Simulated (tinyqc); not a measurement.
Random telegraph noise from one oxide trap in a small MOSFET: time constants and noise against gate voltage.

An acceptor-like trap exchanges electrons with the channel. Inversion charge Q = Cox u, u = n Vt W0(exp((Vg - VT)/(n Vt))), W0 the Lambert function, n = nf, Cox = eps0 eox/tox; linear regime Id = (W/L) mu Q Vd. Relative to threshold the surface potential rises by Vt ln(u/u0) and the oxide voltage by the rest of Vg - VT, with u0 = n Vt W0(1).

N = Cox u/q; dpsi = Vt ln(u/u0); E = E0 - dpsi - (xt/tox)(Vg - VT - dpsi); capture time tc = 1/[(N/zi) vth s0 exp(-xt/lt - EB/Vt)]; emission time te = tc exp(-E/Vt); occupancy te/(tc + te). A = W L; threshold step dV = q (1 - xt/tox)/(Cox A); gm/Id = 1/(u + n Vt); relative step dI/I = (gm/Id) dV + asc mu/A. fc = (1/tc + 1/te)/(2 pi); rms = (dI/I) sqrt(tc te)/(tc + te).

Parameters, values chosen for the exercise; values of the order met in silicon transistors:
- T = 350 K (temperature)
- eox = 9.25 (relative permittivity of the gate insulator (close to aluminium oxide))
- tox = 2.6 nm (insulator thickness)
- xt = 0.38 nm (depth of the trap from the channel interface)
- E0 = 0.23 eV (trap level above the channel Fermi level at threshold)
- s0 = 4e-15 cm^2 (capture prefactor)
- EB = 0.45 eV (capture barrier (lattice relaxation))
- lt = 0.12 nm (tunnelling decay length)
- vth = 1.8e7 cm/s (thermal velocity)
- zi = 2.4 nm (thickness of the inversion layer)
- VT = 0.23 V (threshold voltage)
- nf = 1.19 (body factor)
- W = 39 nm (gate width)
- L = 170 nm (gate length)
- mu = 360 cm^2/(V s) (mobility)
- asc = 8.7e-16 V s (scattering coefficient of the charged trap)
- Vd = 0.02 V (drain voltage)

Constants: q = 1.602176634e-19 C, kB = 1.380649e-23 J/K, Vt = kB T/q, eps0 = 8.8541878128e-14 F/cm where lengths are in cm. Results are converted to the units shown.

Time constants and noise against gate voltage:
```
Vg (V)     E (eV)    tc (s)    te (s)  occupancy  dI/I (%)  fc (Hz)  rms dI/I (%)
0.91      0.04435  2.093e-5  4.810e-6     0.1869    0.5787  4.069e4        0.2256
0.97      0.03318  1.907e-5  6.346e-6     0.2497    0.5698  3.343e4        0.2466
1.03      0.02220  1.750e-5  8.382e-6     0.3238    0.5622  2.808e4        0.2631
1.09      0.01140  1.617e-5  1.108e-5     0.4067    0.5557  2.421e4        0.2729
1.15     7.307e-4  1.502e-5  1.466e-5     0.4939    0.5500  2.145e4        0.2750
1.21    -0.009809  1.402e-5  1.941e-5     0.5806    0.5450  1.955e4        0.2690
1.27     -0.02024  1.315e-5  2.572e-5     0.6617    0.5407  1.829e4        0.2558
1.33     -0.03057  1.237e-5  3.410e-5     0.7337    0.5368  1.753e4        0.2373
1.39     -0.04082  1.168e-5  4.522e-5     0.7947    0.5333  1.714e4        0.2154
```

What does the table show?

tc falls from 2.09e-5 to 1.17e-5 s as the channel fills and te rises from 4.81e-6 to 4.52e-5 s; they are equal at Vg = 1.15 V, where E = 0. The rms noise goes from 0.226 through a maximum of 0.275 (at Vg = 1.15 V among the rows listed) to 0.215 %. The slope -Vt d ln(tc/te)/dVg is 0.186 between the first two rows and 0.171 between the last two; it tends to xt/tox = 0.146 only when the surface potential stops moving.

Range of the model: VT is taken as given; short-channel effects and the uneven flow of current among few electrons are left out.

Computed by the program tinyqc: `OMP_NUM_THREADS=1 python tinyqc.py 2710128 2710129 out.jsonl`, one thread of a shared Intel Xeon 2.30GHz, about 0.01 s for the whole run.
